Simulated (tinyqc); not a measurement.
Sub-threshold conduction and electro-thermal threshold of an amorphous chalcogenide: two steps of the calculation.

Trap-limited conduction: I = I0 exp(-Ea/kB T) sinh(q V dz/(2 ua kB T)), I0 = 2 q A Nt dz/ta. One lumped temperature T = T0 + Rt I V. The threshold is the largest V for which a steady state exists on the low-current branch.

Values chosen for this exercise; values of the order of Ge-Sb-Te and related chalcogenides: ambient temperature T0 = 358 K; cross-section A = 1400 nm^2; amorphous thickness ua = 23 nm; distance between traps dz = 6.3 nm; activation energy Ea = 0.35 eV; trap density Nt = 9.5e18 cm^-3; attempt time ta = 1e-14 s; thermal resistance Rt = 7.9 K/uW; voltage across the amorphous layer V = 1.1 V.

Constants: q = 1.602176634e-19 C, kB = 1.380649e-23 J/K. Results are converted to the units shown.

Question 1. Isothermal quantities. I0, the low-field resistance 2 ua kB T0 exp(Ea/kB T0)/(q dz I0), the slope voltage V0 = 2 ua kB T0/(q dz), and I at V without heating.

Wanted: I0; low-field resistance; V0; I without heating.

Answer 1.

I0 = 2.685 mA
low-field resistance = 7.094 Mohm
V0 = 0.2253 V
I without heating = 2.097 uA

Question 2. Self-heating. I at the present T, then T(new) = T0 + Rt I V.

T after iteration 1 = 376.22049 K

Wanted: I; T after iteration 2.

Answer 2.

I = 2.867 uA
T after iteration 2 = 382.9 K

Range of the model: Purely electronic switching mechanisms, filaments and series resistance are left out.

tinyqc, about 0.01 s, one thread, Intel Xeon 2.30GHz (shared host): `OMP_NUM_THREADS=1 python tinyqc.py 2490071 2490072 out.jsonl`
